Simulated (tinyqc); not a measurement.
## Trap density and cross-section from triangular pulses

Problem. In charge pumping, for a flat interface trap density D0 and a symmetric triangular wave, Qcp = -2 q A D0 Vt ln[vth s ni (dV/Va)/(2 f)], with s the geometric mean cross-section. Find D0, the frequency f0 where the line meets zero, and s.

Inputs (values chosen for the exercise): temperature T = 300 K; gate area A = 4.7 um^2; thermal velocity at 300 K, one nominal value for electrons and holes vth = 1.3e7 cm/s; Vth - Vfb dV = 0.93 V; pulse height Va = 1.8 V.

Constants: q = 1.602176634e-19 C, kB = 1.380649e-23 J/K, Vt = kB T/q. Results are converted to the units shown.

Qcp at f = 20000 and 5e5 Hz (fC): 0.036664050  0.052956259
ni = 1.3028498e10 cm^-3

Answer. Qcp is linear in ln f: the slope gives D0 and the zero gives s = 2 f0 Va/(vth ni dV).

D0 = 1.30e10 cm^-2 eV^-1
f0 = 14.3 Hz
s = 3.27e-16 cm^2

Program tinyqc, `OMP_NUM_THREADS=1 python tinyqc.py 2030064 2030065 out.jsonl`; Intel Xeon 2.30GHz, shared host, one thread, about 0.01 s.
